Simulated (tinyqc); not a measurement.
Square on-chip spiral inductor, lumped pi model: one step of the calculation.

Outer diameter do = di + 2 n wd + 2 (n - 1) sp, mean da = (do + di)/2, fill p = (do - di)/(do + di), length l = 4 n da. L = 2.34 mu0 n^2 da/(1 + 2.75 p), mu0 = 4 pi 1e-7 H/m. Rs = rho l/(wd delta (1 - exp(-th/delta))), delta = sqrt(rho/(pi f mu0)). Cs = n wd^2 eps0 eo/hu across the coil. At each end Cox = l wd eps0 eo/(2 ho) leads to the substrate branch Rsi = 2 rs he/(l wd) in parallel with Csi = l wd eps0 11.7/(2 he). With one end grounded Y = 1/(Rs + i w L) + i w Cs + 1/[1/(i w Cox) + 1/(1/Rsi + i w Csi)], w = 2 pi f; Q = -Im Y/Re Y. Eddy currents in neighbouring turns and in the substrate are left out.

Question. Geometry and model elements. do, l, L, delta, Rs, Cs, Cox, Rsi and Csi as defined.

Values chosen for this exercise; values of the order met in silicon radio-frequency processes: number of turns n = 2.5; line width wd = 10 um; space between turns sp = 1.5 um; inner diameter di = 60 um; metal thickness th = 3.4 um; metal resistivity rho = 1.9 uohm cm; oxide below the coil ho = 7.3 um; oxide between coil and underpass hu = 1.2 um; relative permittivity of the oxide eo = 4.1; substrate resistivity rs = 1 ohm cm; effective spreading depth in the substrate he = 30 um; frequency f = 1.1 GHz.

Constants: eps0 = 8.8541878128e-12 F/m. Results are converted to the units shown.

Wanted: do; l; L; delta; Rs; Cs; Cox; Rsi; Csi.

Answer.

do = 114.5 um
l = 872.5 um
L = 0.8626 nH
delta = 2.092 um
Rs = 0.9867 ohm
Cs = 7.563 fF
Cox = 21.69 fF
Rsi = 68.77 ohm
Csi = 15.06 fF

Program tinyqc, `OMP_NUM_THREADS=1 python tinyqc.py 2302081 2302082 out.jsonl`; Intel Xeon 2.30GHz, shared host, one thread, about 0.01 s.
